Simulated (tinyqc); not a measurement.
# Free and trapped electrons in a MOS channel with a dense trap tail: effects of single changes

p-type body, charge-sheet picture, full ionisation (an idealisation for deep acceptors), Boltzmann statistics for free electrons. e = Ec - EF at the surface. Acceptor-like traps of density D(E) = D0 + De exp(-E/Ew) at depth E below Ec, from 0 to Eu, hold n_t = integral of D(E)/(1 + exp((e - E)/Vt)). psi = Eg - Vt ln(Nv/Na) - e; N_dep = sqrt(2 eps0 eps_r Na (psi - Vt)/q); n_f = sqrt(N_dep^2 + 2 eps0 eps_r Vt Nc exp(-e/Vt)/q) - N_dep; Vg = Vfb + psi + q (N_dep + n_t + n_f)/Cox, Cox = eps0 eox/tox.

Inputs (values chosen for the exercise); band and dielectric values close to those of 4H silicon carbide: temperature T = 250 K; band gap Eg = 3.23 eV; relative permittivity eps_r = 9.61; conduction-band density of states at T Nc = 1.3e19 cm^-3; valence-band density of states at T Nv = 1.9e19 cm^-3; relative permittivity of the insulator eox = 3.9; insulator thickness tox = 51 nm; acceptor density Na = 8.9e16 cm^-3; flat-band voltage without trapped charge Vfb = -2.2 V; constant background density of acceptor-like traps D0 = 2.9e10 cm^-2 eV^-1; density of the tail at the conduction edge De = 5.6e12 cm^-2 eV^-1; decay energy of the tail Ew = 0.1 eV; depth below Ec down to which the traps reach Eu = 0.69 eV; mobility of free electrons mf = 94 cm^2/(V s).

Constants: q = 1.602176634e-19 C, kB = 1.380649e-23 J/K, Vt = kB T/q, eps0 = 8.8541878128e-14 F/cm where lengths are in cm. Results are converted to the units shown.

Each table varies one quantity; the others keep the values above.

## Free and trapped charge against gate voltage

Free share n_f/(n_f + n_t); swing ln 10 n_f/(dn_f/dVg); field-effect mobility mf q (dn_f/dVg)/Cox, for a constant mf; oxide field q (N_dep + n_t + n_f)/(eps0 eox).

Free and trapped charge against gate voltage:
```
Vg (V)	e (eV)	n_f (cm^-2)	n_t (cm^-2)	free share (%)	swing (mV/decade)	field-effect mobility (cm^2/(V s))	oxide field (MV/cm)
4.6	0.2827	1.827e6	4.708e10	0.003882	129.6	0.007221	0.7781
5.6	0.07556	2.620e10	2.970e11	8.108	542.2	24.75	0.9335
6.6	0.02443	2.610e11	4.489e11	36.77	1884	70.95	1.120
7.6	0.003944	6.143e11	5.038e11	54.94	3757	83.75	1.312
8.6	-0.008618	1.002e12	5.295e11	65.44	5817	88.26	1.505
9.6	-0.01778	1.404e12	5.438e11	72.09	7965	90.31	1.700
10.6	-0.02504	1.813e12	5.526e11	76.64	1.016e4	91.40	1.894
11.6	-0.03110	2.226e12	5.585e11	79.94	1.238e4	92.05	2.089
12.7	-0.03680	2.682e12	5.630e11	82.65	1.485e4	92.50	2.304
```

Read the table: what changes, and by how much?

n_f reaches 1e11 cm^-2 at Vg = 6.03 V, against 5.12 V without traps. The free share rises from 0.00388 to 82.7 % and the field-effect mobility rises from 0.00722 to 92.5 cm^2/(V s), although mf = 94 is constant: in the last row 98.4 % of Cox dVg goes into free electrons. The swing in the first row is 130 mV a decade (Vt ln 10 = 49.6). For Vg = 6.6, 7.6, 8.6, 9.6, 10.6, 11.6, 12.7 EF lies less than 2 Vt below the band edge, or above it, where degeneracy and confinement, left out, matter.

## Effect of the acceptor density

Vfb is held fixed. VT is the Vg for n_f = 1e11 cm^-2; swing ln 10 n_f/(dn_f/dVg) at n_f = 1e8 cm^-2; the last three columns are for Vg = VT + 4.1 V, with free share n_f/(n_f + n_t) and field-effect mobility mf q (dn_f/dVg)/Cox; there EF is near the band edge, where Boltzmann statistics are rough.

Effect of the acceptor density:
```
Na (cm^-3)	e at VT (eV)	VT (V)	q n_t/Cox at VT (V)	swing (mV/decade)	n_f (cm^-2)	free share (%)	field-effect mobility (cm^2/(V s))
1e15	0.09023	1.995	0.6152	119.0	1.540e12	75.06	88.14
2e15	0.08414	2.225	0.6503	125.3	1.552e12	75.05	88.50
6e15	0.07377	2.761	0.7140	137.4	1.571e12	74.99	89.19
1e16	0.06872	3.113	0.7467	144.2	1.580e12	74.95	89.54
3e16	0.05753	4.211	0.8231	162.5	1.600e12	74.82	90.30
8e16	0.04726	5.803	0.8965	184.7	1.617e12	74.69	90.90
2e17	0.03753	8.144	0.9677	213.4	1.631e12	74.57	91.31
5e17	0.02771	11.80	1.039	253.6	1.640e12	74.46	91.50
```

As Na goes from 1e15 to 5e17, VT rises from 2.00 to 11.8 V, its part due to traps rises from 0.615 to 1.04 V, the swing rises from 119 to 254 mV/decade and the field-effect mobility rises from 88.1 to 91.5 cm^2/(V s). Most of the rise of VT is depletion charge; the trap part grows since the same n_f needs EF nearer the band edge at heavier doping. For Na = 2e17, 5e17 e is under 2 Vt already at VT, so VT too is rough.

Program tinyqc, `OMP_NUM_THREADS=1 python tinyqc.py 2222172 2222173 out.jsonl`; Intel Xeon 2.30GHz, shared host, one thread, about 0.02 s.
